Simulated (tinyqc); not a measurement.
From image to dissolution rate: chemically amplified photoresist: aerial image, acid generation, bake, development and line width. Computed by tinyqc, a small Python program. Command: `OMP_NUM_THREADS=1 python tinyqc.py 3023881 3023882 out.jsonl resist walk`. One thread of a shared host (Intel(R) Xeon(R) Processor @ 2.30GHz), about 0.02 s of CPU time with the checks.

Lines and spaces of pitch p with a two-beam-like image; x = 0 is the middle of the bright space. The resist is positive and treated as uniform in depth.

Inputs (values chosen for the exercise, for a model resist at 248 nm):
```
quantity                                         value     unit
pitch p                                            280       nm
image contrast c                                  0.87        -
mean dose E                                         11  mJ/cm^2
Dill parameter C                                  0.02  cm^2/mJ
quencher load q, relative to the acid generator   0.16        -
acid diffusivity D                                  10   nm^2/s
bake time t                                         60        s
amplification rate k_amp                         0.083      1/s
threshold protection m_th                         0.64        -
development selectivity n                            8        -
largest rate r_max                                1300     nm/s
smallest rate r_min                              0.015     nm/s
```

Method:
- Dose E(x) = E [1 + c cos(2 pi x/p)]; acid h = 1 - exp(-C E(x)).
- Bake: the acid image is blurred by a Gaussian of variance sigma^2 = 2 D t (each Fourier term k of h, taken on 64 points, is multiplied by exp(-4 pi^2 k^2 D t/p^2)).
- The quencher then removes q, h_eff = max(h_blurred - q, 0); protection m = exp(-k_amp t h_eff).
- Mack rate r = r_max (a + 1)(1 - m)^n/(a + (1 - m)^n) + r_min, a = ((n + 1)/(n - 1))(1 - m_th)^n.

Across half a pitch:
```
x/p   x (nm)  dose (mJ/cm^2)  blurred acid  protection m  rate (nm/s)
0.00       0          20.570       0.30200        0.4930   1.2007e+03
0.05      14          20.102       0.29683        0.5059   1.1800e+03
0.10      28          18.742       0.28171        0.5455   1.0846e+03
0.15      42          16.625       0.25783        0.6144   7.4682e+02
0.20      56          13.957       0.22713        0.7158   1.3650e+02
0.25      70          11.000       0.19232        0.8513   8.6931e-01
0.30      84           8.043       0.15666        1.0000   1.5000e-02
0.35      98           5.375       0.12376        1.0000   1.5000e-02
0.40     112           3.258       0.09715        1.0000   1.5000e-02
0.45     126           1.898       0.07984        1.0000   1.5000e-02
0.50     140           1.430       0.07383        1.0000   1.5000e-02
```

What does the comparison show, and why?

The dose varies by a factor 14.38 across the pattern and the rate by 80000.

Extremes, crossings and ranges named in words are read from the listed rows.
